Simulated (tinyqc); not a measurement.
Trench capacitor in an array: capacitance, non-linearity, leakage and relaxation: two steps of the calculation.

A film between two metal electrodes, each interface adding a series capacitance ci. The small-signal permittivity is ek (1 + aq E^2); the field is found with the linear permittivity. Leakage J = J0 sinh(E/Ef). After a voltage step the film passes a relaxation current kr C V tt^(-nr), tt being the time in seconds. The sidewall is a coaxial capacitor with radii a = dm/2 - t and b = dm/2, depth AR dm; the end face is left out.

Values chosen for this exercise; permittivity of the order of that of titanium dioxide:
- ek = 77.5 (relative permittivity of the film)
- t = 14 nm (film thickness)
- ci = 120 uF/cm^2 (capacitance of each electrode interface (dead layer and screening))
- aq = 0.036 cm^2/MV^2 (quadratic field coefficient of the permittivity)
- V = 1.1 V (bias)
- J0 = 2.6e-11 A/cm^2 (leakage prefactor)
- Ef = 0.44 MV/cm (field for an e-fold rise of the leakage)
- dm = 46 nm (diameter of the hole)
- AR = 10 (aspect ratio, depth over diameter)
- pt = 88 nm (pitch of the square array)
- rho = 320 uohm cm (resistivity of the inner electrode)

Constants: eps0 = 8.8541878128e-14 F/cm where lengths are in cm. Results are converted to the units shown.

Question 1. Planar capacitance, field and non-linearity. Planar film: Cf = eps0 ek/t, 1/C = 1/Cf + 2/ci, EOT = 3.9 eps0/C, effective permittivity C t/eps0, E = (V/t) C/Cf; quadratic coefficient [C(V)/C - 1]/V^2 with Cf (1 + aq E^2) in C(V).

Wanted: Cf; C; EOT; effective permittivity; E; quadratic coefficient; J.

Answer 1.

Cf = 4.9014 uF/cm^2
C = 4.5313 uF/cm^2
EOT = 0.76207 nm
effective permittivity = 71.647
E = 0.72638 MV/cm
quadratic coefficient = 14492 ppm/V^2
J = 6.5254e-11 A/cm^2

The interfaces take 7.55 % of the voltage.

Question 2. Cell capacitance, fields and time constant. Per length 1/c = ln(b/a)/(2 pi eps0 ek) + (1/a + 1/b)/(2 pi ci); cell capacitance c AR dm; per footprint over pt^2; fields c V/(2 pi eps0 ek r) at r = a and b; resistance of the inner electrode rho AR dm/(pi a^2); time constant R C/3 of the distributed line.

Give: a; b; cell capacitance; capacitance per footprint; field at a; field at b; R; R C/3.

Answer 2.

a = 9.000 nm
b = 23.00 nm
cell capacitance = 1.932 fF
capacitance per footprint = 24.95 uF/cm^2
field at a = 1.190 MV/cm
field at b = 0.4658 MV/cm
R = 5.785 kohm
R C/3 = 3.725 ps

The array gives 5.51 times the planar capacitance per footprint; curvature makes the field at the inner electrode 1.64 times the planar value.

tinyqc, about 0.01 s, one thread, Intel Xeon 2.30GHz (shared host): `OMP_NUM_THREADS=1 python tinyqc.py 2102161 2102162 out.jsonl`
